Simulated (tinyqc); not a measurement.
Phonon-assisted absorption at an indirect gap: one step. The four branches at one energy. Five cases, with inputs chosen for the exercise.

Question. Evaluate the occupations and each term.

alpha(E) = sum_j A_j [N_j (E - Eg + w_j)^2 + (N_j + 1)(E - Eg - w_j)^2], each bracket counted only where its base is positive; N_j = 1/(exp(w_j/kB T) - 1). The first term absorbs a phonon and the second emits one; excitons and direct transitions are left out.

Constants: kB = 8.617333262e-05 eV/K.

Case 1.

Values chosen (loosely those of Si at room temperature; Eg is not tied to T; the results hold for these values, not for the real material):
- Eg = 1.105 eV (indirect gap, held fixed unless listed)
- w = (58.8, 18.8) meV (two zone-edge phonons)
- A = (2400, 380) 1/(cm eV^2) (their strengths)
- T = 200 K
- E = 1.38 eV (photon energy)

Case 2.

Values chosen (loosely those of SiC at room temperature; Eg is not tied to T; the results hold for these values, not for the real material):
- Eg = 3.2 eV (indirect gap, held fixed unless listed)
- w = (69.5, 43.4) meV (two zone-edge phonons)
- A = (3500, 840) 1/(cm eV^2) (their strengths)
- T = 77 K
- E = 3.584 eV (photon energy)

Case 3.

Values chosen (loosely those of Si at room temperature; Eg is not tied to T; the results hold for these values, not for the real material):
- Eg = 1.102 eV (indirect gap, held fixed unless listed)
- w = (59.7, 17.4) meV (two zone-edge phonons)
- A = (4000, 820) 1/(cm eV^2) (their strengths)
- T = 300 K
- E = 1.594 eV (photon energy)

Case 4.

Values chosen (loosely those of SiC at room temperature; Eg is not tied to T; the results hold for these values, not for the real material):
- Eg = 3.23 eV (indirect gap, held fixed unless listed)
- w = (68.9, 44.3) meV (two zone-edge phonons)
- A = (3600, 210) 1/(cm eV^2) (their strengths)
- T = 77 K
- E = 3.333 eV (photon energy)

Case 5.

Values chosen (loosely those of AlAs at room temperature; Eg is not tied to T; the results hold for these values, not for the real material):
- Eg = 2.152 eV (indirect gap, held fixed unless listed)
- w = (45.5, 13) meV (two zone-edge phonons)
- A = (5500, 840) 1/(cm eV^2) (their strengths)
- T = 200 K
- E = 2.65 eV (photon energy)

Give: N_j; terms with phonon absorption; terms with phonon emission; alpha; wavelength hc/E (hc = 1239.841984 eV nm).

Answer.

Case 1.

N_j: 0.03411  0.5059

terms with phonon absorption (1/cm): 9.121  16.59

terms with phonon emission (1/cm): 116.0  37.56

alpha = 179.3 1/cm
wavelength hc/E (hc = 1239.841984 eV nm) = 898.4 nm

Phonon absorption supplies 14.3 % of alpha; the depth 1/alpha is 55.8 micrometre.

Case 2.

N_j: 2.826e-05  0.001446

terms with phonon absorption (1/cm): 0.02034  0.2218

terms with phonon emission (1/cm): 346.2  97.59

alpha = 444.0 1/cm
wavelength hc/E (hc = 1239.841984 eV nm) = 345.9 nm

Phonon absorption supplies 0.1 % of alpha; the depth 1/alpha is 22.5 micrometre.

Case 3.

N_j: 0.1103  1.041

terms with phonon absorption (1/cm): 134.3  221.6

terms with phonon emission (1/cm): 830.0  377.1

alpha = 1563 1/cm
wavelength hc/E (hc = 1239.841984 eV nm) = 777.8 nm

Phonon absorption supplies 22.8 % of alpha; the depth 1/alpha is 6.4 micrometre.

Case 4.

N_j: 3.093e-05  0.001262

terms with phonon absorption (1/cm): 0.003290  0.005750

terms with phonon emission (1/cm): 4.186  0.7245

alpha = 4.920 1/cm
wavelength hc/E (hc = 1239.841984 eV nm) = 372.0 nm

Phonon absorption supplies 0.2 % of alpha; the depth 1/alpha is 2.03e+03 micrometre.

Case 5.

N_j: 0.07684  0.8880

terms with phonon absorption (1/cm): 124.8  194.8

terms with phonon emission (1/cm): 1213  373.1

alpha = 1905 1/cm
wavelength hc/E (hc = 1239.841984 eV nm) = 467.9 nm

Phonon absorption supplies 16.8 % of alpha; the depth 1/alpha is 5.25 micrometre.

Computed by tinyqc, one run a case: `OMP_NUM_THREADS=1 python tinyqc.py N N+1 out.jsonl` with N = 1680101, 1680120, 1680168, 1680366, 1680377; one thread of a shared Intel(R) Xeon(R) Processor @ 2.30GHz, about 0.01 s a run at most.
